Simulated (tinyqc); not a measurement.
Which substrate gives the strongest standing wave: standing waves and exposure in a photoresist film.

Inputs chosen for the exercise:
- lam = 193 nm (vacuum wavelength)
- n1 = 1.716 (resist index)
- A = 0.03 1/micrometre (bleachable absorption (Dill A))
- B = 0.79 1/micrometre (fixed absorption (Dill B))

r12 = (N1 - Ns)/(N1 + Ns) with N1 = n1 + i (A + B) lam/(4 pi), lam in micrometres, and Ns = ns + i ks chosen for the exercise, each substrate thick; contrast 2|r|/(1 + |r|^2); the intensity at the interface relative to the forward wave is |1 + r12|^2.

Results:

| case | ns | ks | \|r12\|^2 | contrast | phase (degrees) | \|1 + r12\|^2 |
|---|---|---|---|---|---|---|
| near Si | 0.880 | 2.747 | 0.5696 | 0.962 | -119.7 | 0.821 |
| near polySi | 1.012 | 2.189 | 0.4258 | 0.915 | -111.0 | 0.959 |
| near W | 1.316 | 3.009 | 0.4987 | 0.942 | -127.3 | 0.643 |
| near Al | 0.111 | 2.255 | 0.8968 | 0.999 | -105.5 | 1.389 |
| near Si3N4 | 2.636 | 0.256 | 0.0476 | 0.417 | -168.7 | 0.620 |

The strongest reflector is the case near Al (0.897) and the weakest near Si3N4 (0.0476). The intensity at the interface depends on the phase too: it is lowest for the case near Si3N4 (0.620, phase -169 degrees) and highest for near Al (1.389); a strong reflector with a phase of 180 degrees would put a node there.

Computed by tinyqc, a small Python program: `OMP_NUM_THREADS=1 python tinyqc.py 1680398 1680399 out.jsonl` (the numbers bound the seed that draws the inputs); one thread of a shared host (Intel(R) Xeon(R) Processor @ 2.30GHz), about 0.01 s for the whole set of steps.
